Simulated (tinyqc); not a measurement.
Inside a calculation: band-to-band tunnelling across a p-n junction in a two-band chain. Values are carried at full precision from step to step, so a last printed digit may differ when a step is redone from the rounded ones.

Sites alternate A at -Eg/2 and C at +Eg/2 with hopping -t; near the edges, with k counted from the zone boundary pi/a, E^2 = (Eg/2)^2 + (t a k)^2, so t = sqrt(c Eg/m)/a gives the mass m, c = hbar^2/2m0. In the gap cosh(q a) = 1 + (Eg^2/4 - e^2)/(2 t^2), e the energy from the local mid-gap. The potential is V0 = Eg + ov on the p side (left), 0 on the n side, and falls linearly over the 2N sites of the junction, V_j = V0 (1 - j/(2N + 1)), j = 1 to 2N, site 1 being A. E = Eg/2 + x ov. A half chain that ends on a site of level e1 with neighbour e2 has g = (1 + z)/(E - e1), z = exp(-/+ i k a) the root with Im g < 0, cos(k a) = (E - e1)(E - e2)/(2 t^2) - 1. S_L = t^2 g (ending on C, shifted by V0), S_R = t^2 g (starting on A). T = 4 Im(S_L) Im(S_R) |G_(1,2N)|^2.

Constants: hbar^2/2m0 = 3.80998211 eV angstrom^2.

Inputs chosen for the exercise (gap and mass near those of InSb; shifted at random, so the results belong to these values and not to a real crystal): Eg = 0.182 eV (gap); m = 0.0139 m0 (mass of electron and light hole); a = 5 angstrom (period (two sites)); ov = 0.49 eV (overlap: top of the valence band on the p side above the conduction edge on the n side); N = 5 (periods in the small junction); x = 0.71 (energy above the n-side conduction edge, as a share of ov).

## Hopping, field and tunnelling length

Form t, V0, E, the field F = V0/((2N + 1) a/2) (1 V/angstrom = 100 MV/cm) and the length Eg/F over which E lies in the gap.

t = 1.4126 eV
V0 = 0.6720 eV
E = 0.4389 eV
F = 2.444 MV/cm
tunnelling length = 7.45 angstrom

So short a junction keeps the matrix small; its field is of the size of the 1 to 3 MV/cm of tunnel diodes.

## Self-energies of the two sides

Form cos(k a) and S for each side.

cos(k a): left -0.988460, right -0.953807

S_L, S_R (eV): -0.07105-0.93265i  0.17395-1.13129i

## Recursive Green function

g_1 = 1/(E - e_1 - S_L); g_j = 1/(E - e_j - t^2 g_(j-1)), with S_R also subtracted at the last site; G_1j = G_1(j-1) (-t) g_j, G_11 = g_1; e_j is the site level plus V_j. The self-energies stand in the order S_L, S_R.

Sweep:
```
j   e_j (eV)       g_j (1/eV)      G_1j (1/eV)
1     0.5199  -0.0114-1.0721i  -0.0114-1.0721i
2     0.6408  -0.0389-0.4642i   0.7024-0.0664i
3     0.3977   0.1361-1.0622i  -0.0355+1.0666i
4     0.5186  -0.0761-0.4592i  -0.6957+0.0917i
5     0.2755   0.3357-0.9758i   0.2036-1.0024i
6     0.3965  -0.1499-0.4652i   0.7019-0.0785i
7     0.1534   0.4857-0.7712i  -0.3961+0.8186i
8     0.2743  -0.2668-0.5103i  -0.7393+0.0230i
9     0.0312   0.4895-0.5302i   0.4940-0.5696i
10    0.1521  -0.1560-0.3952i   0.4268+0.1503i
```

T = 0.8643

## WKB for the same field

T = exp(-2 I/F), I = integral of q de across the gap. Continuum: q = sqrt(Eg^2/4 - e^2)/(t a), I = pi Eg^2/(8 t a). Lattice: q from the cosh formula, 12 Gauss-Legendre points in u with e = (Eg/2) sin(u), u from -pi/2 to pi/2. F in V/angstrom is the value in MV/cm over 100.

I (eV/angstrom): continuum 0.001842, lattice 0.001841

T by WKB: continuum 0.8601, lattice 0.8601

The chain gives 0.8643, 1.005 times the lattice WKB value; the exponent is only 0.15, and reflections at the two kinks of the potential count.

## Checks

- G_(1,2N) from the sweep against inversion of the whole matrix (size): both 0.45254.

tinyqc: `OMP_NUM_THREADS=1 python tinyqc.py 1482515 1482516 out.jsonl`; about 0.01 s, one thread, shared Intel(R) Xeon(R) Processor @ 2.30GHz.
